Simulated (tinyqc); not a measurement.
Inside a calculation. Model: liquidus of a compound AB in a simple-solution melt, liquid-phase epitaxy and vapour pressures. Computed by tinyqc, a small Python program that keeps every step. Command: `OMP_NUM_THREADS=1 python tinyqc.py 3030797 3030798 out.jsonl liq35 walk`. One thread of a shared host (Intel(R) Xeon(R) Processor @ 2.30GHz), about 0.05 s of CPU time with the checks. Intermediate numbers are printed to about 5 digits and carried at full precision; extremes and crossings named in words are read from the listed rows.

x is the atom fraction of B in the melt. The melt is a simple solution: R T ln gamma_B = W (1 - x)^2, R T ln gamma_A = W x^2, W = a + b T. The solid AB is stoichiometric.

Inputs (values chosen for the exercise, modelled on InAs for the melt):
```
quantity,value,unit
melting point T_F,1215,K
entropy of fusion S_F,61.3,J/(mol K)
interaction a,16.7,kJ/mol
interaction slope b,-40.7,J/(mol K)
saturation temperature T,953,K
step dT,12,K
cooling rate c,1.4,K/min
growth time t,3.5,min
diffusivity in the melt D,2.5e-05,cm^2/s
molar volume of the melt V_L,16.4,cm^3/mol
lattice constant a0,6.058,angstrom
melt depth w,8.7,mm
heat of evaporation of A,268,kJ/mol
entropy of evaporation of A,111,J/(mol K)
heat of evaporation of B as (1/2) B2,93.7,kJ/mol
entropy of evaporation of B as (1/2) B2,59.2,J/(mol K)
```

Growth programme: supercooling (step, then ramp).

Constants: R = 8.314462618 J/(mol K); N_A = 6.02214076e+23 1/mol; k_B = 8.617333262e-05 eV/K.

## Solubility on the A-rich side

Liquidus (Vieland): f(x) = R T ln[4 x (1 - x)] + 2 W (1/2 - x)^2 + S_F (T_F - T) = 0. Newton steps with f' = (1 - 2x)[R T/(x (1 - x)) - 2 W], from the dilute estimate x = (1/4) exp[-(S_F (T_F - T) + W/2)/(R T)]; stop below 1e-13; f under 1e-6 shown as 0.

W = -22.0871 kJ/mol

Newton steps:
```
step,x,f (J/mol),f' (J/mol)
1,0.13273,3.9566e+03,8.3011e+04
2,0.08506,-7.9164e+02,1.2115e+05
3,0.09160,-2.4336e+01,1.1386e+05
4,0.09181,-2.3774e-02,1.1364e+05
5,0.09181,0,1.1364e+05
6,0.09181,0,1.1364e+05
```

solubility x = 0.091812

The dilute estimate is 1.446 of the root. An ideal melt (W = 0) would dissolve x = 0.0341; the B-rich branch lies at 1 - x.

## Slope of the liquidus

dx/dT = -(df/dT)/f', df/dT = R ln[4 x (1 - x)] + 2 b (1/2 - x)^2 - S_F, f' = (1 - 2x)[R T/(x (1 - x)) - 2 W]. Concentrations: C_L = x N_A/V_L in the melt, C_S = 4/a0^3 in the solid; m = dT/dC_L.

dx/dT = 7.3910e-04 1/K

C_L = 3.3714e+21 1/cm^3

C_S = 1.7992e+22 1/cm^3

slope m = 3.6846e-20 K cm^3

apparent heat of solution k_B T^2 d ln x/dT = 0.63003 eV

## Layer thickness

Semi-infinite melt (Hsieh): step d = 2 dT sqrt(D t/pi)/(C_S m); ramp d = (4/3) c sqrt(D/pi) t^(3/2)/(C_S m); supercooling is their sum. A melt of depth w can give at most w (undercooling)/(C_S m).

thickness d = 18.828 micrometre

largest thickness from this melt = 221.79 micrometre

sqrt(D t)/w = 0.083284

The layer uses 8 % of what the melt could give.

## Three programmes

The formulas are those given above.

Thickness (micrometre):
```
t (min),step,ramp,supercooling,sqrt(D t) (mm)
0.2,3.538,5.5032e-02,3.593,0.1732
0.5,5.594,2.1753e-01,5.811,0.2739
1.0,7.911,6.1528e-01,8.526,0.3873
2.0,11.187,1.7403e+00,12.928,0.5477
5.0,17.689,6.8791e+00,24.568,0.8660
10.0,25.016,1.9457e+01,44.473,1.2247
20.0,35.378,5.5032e+01,90.410,1.7321
```

Step cooling goes as t^(1/2), ramp cooling as t^(3/2); they are equal at t = 3 dT/(2 c) = 12.9 min. The local exponent of their sum runs from 0.52 to 1.02. Rows with sqrt(D t) above about half the depth of 8.7 mm are overestimates. In the late ramp rows the undercooling is so large that the liquidus slope is not constant.

## Vapour pressures and congruent evaporation

Over the A-rich liquidus: p_A = gamma_A (1 - x) exp(S_A/R - H_A/(R T)), p_B2 = [gamma_B x exp(S_B/R - H_B/(R T))]^2, in bar. Free evaporation is congruent while the A flux over this liquidus is at least the B flux; with A and B2 taken as equal in mass for the estimate, T_c solves p_A = 2 p_B2.

log10 p_A = -8.9431

log10 p_B2 = -8.1581

congruent temperature T_c = 716.34 K

T is above T_c: in vacuum B leaves faster and droplets of A form unless a B flux is supplied.

## The liquidus

The formulas are those given above.

Solubility; ideal: W = 0; dilute: (1/4) exp[-(S_F (T_F - T) + W/2)/(R T)]:
```
T (K),x,ideal,dilute,W (kJ/mol)
608,3.5201e-04,1.5898e-04,3.5228e-04,-8.0456
705,3.3229e-03,1.2083e-03,3.3570e-03,-11.9935
802,1.7391e-02,5.6432e-03,1.8544e-02,-15.9414
899,5.6529e-02,1.9091e-02,7.0837e-02,-19.8893
996,1.2636e-01,5.2138e-02,2.0843e-01,-23.8372
1094,2.2615e-01,1.2665e-01,5.1059e-01,-27.8258
1166,3.2902e-01,2.4192e-01,8.9594e-01,-30.7562
1203,4.1634e-01,3.6686e-01,1.1652e+00,-32.2621
```

x over the ideal value is 2.21 in the first row and 1.13 in the last, and lies between 1.13 and 3.08: W > 0 lowers the solubility and W < 0 raises it, by about exp(-W/(2 R T)) when dilute. The dilute form is within 5 % in 2 of the eight rows. Near T_F the liquidus closes as a parabola about x = 1/2.

Checks made by the program: x against bracketed root finding (relative difference below 1e-10).
